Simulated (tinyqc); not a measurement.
Worked calculation: UKS/LDA (PW92) in the sto-3g basis, for H3, spin multiplicity 2. One step of it, computed by the program tinyqc.

Task: Iteration 2: building the Kohn-Sham matrix. J_ij = sum D_kl (ij|kl) with D = D(alpha) + D(beta); F = H + J + V_xc; E = tr D H + tr D J / 2 + E_xc + E_nn.

D(alpha) after iteration 1, lower triangle:
```
,1H 1s,2H 1s,3H 1s
1H 1s,0.362858
2H 1s,0.257908,0.692603
3H 1s,0.257958,-0.325844,0.692481
```

D(beta) after iteration 1, lower triangle:
```
,1H 1s,2H 1s,3H 1s
1H 1s,0.364086
2H 1s,0.257918,0.182708
3H 1s,0.257964,0.182741,0.182774
```

core Hamiltonian H = T + V (hartree), lower triangle:
```
,1H 1s,2H 1s,3H 1s
1H 1s,-1.167959
2H 1s,-0.383266,-0.993329
3H 1s,-0.383345,-0.032060,-0.993359
```

Two-electron integrals (ij|kl) in chemists' order, unique and non-zero (hartree):
```
i,j,k,l,(ij|kl)
1,1,1,1,0.774606
2,1,1,1,0.136977
2,1,2,1,0.037082
2,2,1,1,0.345184
2,2,2,1,0.136977
2,2,2,2,0.774606
3,1,1,1,0.137009
3,1,2,1,0.023200
3,1,2,2,0.061179
3,1,3,1,0.037097
3,2,1,1,0.009838
3,2,2,1,0.002108
3,2,2,2,0.006459
3,2,3,1,0.002108
3,2,3,2,0.000150
3,3,1,1,0.345212
3,3,2,1,0.061170
3,3,2,2,0.176064
3,3,3,1,0.137009
3,3,3,2,0.006459
3,3,3,3,0.774606
```

nuclear repulsion = 0.88026633 hartree

V_xc(alpha) (hartree), lower triangle:
```
,1H 1s,2H 1s,3H 1s
1H 1s,-0.415179
2H 1s,-0.093785,-0.447274
3H 1s,-0.093807,-0.005839,-0.447263
```

V_xc(beta) (hartree), lower triangle:
```
,1H 1s,2H 1s,3H 1s
1H 1s,-0.409936
2H 1s,-0.084844,-0.355714
3H 1s,-0.084867,-0.005448,-0.355739
```

E_xc = sum of w rho eps_xc = -0.94191059 hartree

Give: Coulomb J; F(alpha); F(beta); total energy of this density.

Result:

Coulomb J (hartree), lower triangle:
```
,1H 1s,2H 1s,3H 1s
1H 1s,1.447
2H 1s,0.335,1.286
3H 1s,0.335,0.023,1.286
```

F(alpha) (hartree), lower triangle:
```
,1H 1s,2H 1s,3H 1s
1H 1s,-0.136
2H 1s,-0.142,-0.155
3H 1s,-0.142,-0.015,-0.155
```

F(beta) (hartree), lower triangle:
```
,1H 1s,2H 1s,3H 1s
1H 1s,-0.131
2H 1s,-0.134,-0.063
3H 1s,-0.134,-0.015,-0.063
```

total energy of this density = -1.43802 hartree
